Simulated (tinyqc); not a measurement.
Worked calculation: minority-electron transport through the base of a bipolar transistor (Moll-Ross and Kroemer integrals). Computed by tinyqc, a small Python program that keeps every step. Command: `OMP_NUM_THREADS=1 python tinyqc.py 3013723 3013724 out.jsonl base walk`. One thread of a shared host (Intel(R) Xeon(R) Processor @ 2.30GHz), about 0.01 s of CPU time with the checks. Intermediate numbers are printed to about 5 digits and carried at full precision; extremes and crossings named in words are read from the listed rows.

Low injection, one dimension, x from the emitter edge (0) to the collector edge (W), s = x/W. Recombination is treated as a small correction (valid for tau_B well below tau_n), computed from the stored charge.

Inputs (values chosen for the exercise, modelled on SiGe):
```
quantity,value,unit
intrinsic density n_i at the emitter edge,7.5e+10,1/cm^3
base doping at the emitter edge N_0,4.5e+19,1/cm^3
base width W,85,nm
mu_min,190,cm^2/(V s)
mu_max,1140,cm^2/(V s)
N_ref,1e+17,1/cm^3
saturation velocity v_s,0.9,1e7 cm/s
electron lifetime tau_n,0.44,ns
emitter Gummel number G_E,1.7e+14,s/cm^4
base-emitter voltage V_BE,0.7,V
temperature T,300,K
gap narrowing across the base dE_g,47,meV
```

Base doping profile: uniform. Gap grading: linear. Exit of the base: infinite sink.

Constants: k_B = 8.617333262e-05 eV/K; e = 1.602176634e-19 C.

## Profile and built-in field

N(x) = N_0; n_i(x)^2 = n_i^2 exp(s dE_g/k_B T); D(x) = (k_B T/e) mu, mu = mu_min + (mu_max - mu_min)/(1 + (N/N_ref)^0.7). Field that drives electrons towards the collector, averaged over the base: (k_B T/e) ln[N_0 n_i(W)^2/(N(W) n_i^2)]/W.

Across the base:
```
s,N (1/cm^3),n_i(x)^2/n_i^2,D (cm^2/s),y (s/cm^5)
0.0,4.50e+19,1.0000,5.2484,8.5741e+18
0.2,4.50e+19,1.4385,5.2484,5.9604e+18
0.4,4.50e+19,2.0693,5.2484,4.1434e+18
0.6,4.50e+19,2.9767,5.2484,2.8804e+18
0.8,4.50e+19,4.2821,5.2484,2.0023e+18
1.0,4.50e+19,6.1598,5.2484,1.3919e+18
```

drift factor eta (potential drop in k_B T/e) = 1.8180

mean built-in field = 5.5294 kV/cm

## Collector current and transit time

With y(x) = N n_i^2/(D n_i(x)^2): base Gummel number G_B = int_0^W y dx; J_C = e n_i^2 exp(e V_BE/k_B T)/G_B; n(x) = (J_C/e)(n_i(x)^2/(N n_i^2)) [int_x^W y dx]; transit time tau_B = (e/J_C) int n dx; trapezoid rule on 401 even points.

base Gummel number G_B = 3.3579e+13 s/cm^4

collector current density J_C = 15.426 A/cm^2

base transit time tau_B = 4.0832 ps

share of the exit term in G_B = 0 %

mean velocity W/tau_B = 0.20817 1e7 cm/s

Plain diffusion with the D of the emitter edge would take W^2/(2D) = 6.88 ps, 1.69 times the result.

## Gain and speed

Emitter-limited gain beta_E = G_E/G_B; recombination-limited gain beta_R = tau_n/tau_B; 1/beta = 1/beta_E + 1/beta_R; f_T from the base alone = 1/(2 pi tau_B).

beta_E = 5.0627

beta_R = 107.76

current gain beta = 4.8355

f_T from the base alone = 38.978 GHz

The gain is limited mainly by hole injection into the emitter (96 % of the base current).

## What grading buys

The formulas are those given above.

The same base with other gradings:
```
dE_g (meV),dE_g/k_B T,G_B (s/cm^4),J_C gain,tau_B (ps),speed gain
0,0.000,7.2880e+13,1.000,6.8831,1.0000
25,0.967,4.6710e+13,1.560,5.1117,1.3465
50,1.934,3.2235e+13,2.261,3.9695,1.7340
75,2.901,2.3741e+13,3.070,3.1994,2.1514
100,3.868,1.8447e+13,3.951,2.6580,2.5895
150,5.802,1.2523e+13,5.820,1.9649,3.5030
200,7.736,9.4166e+12,7.739,1.5495,4.4420
300,11.605,6.2807e+12,11.604,1.0841,6.3490
```

At 100 meV J_C rises by a factor 3.95 and the transit is 2.59 times faster; at 300 meV the factors are 11.60 and 6.35. For a uniform base without exit term both tend to be linear in dE_g/k_B T, J_C as x/(1 - exp(-x)) and the speed as x/2.

Checks made by the program: transit time against W^2/(D eta) [1 - (1 - exp(-eta))/eta] plus the exit term (relative difference 3e-07).
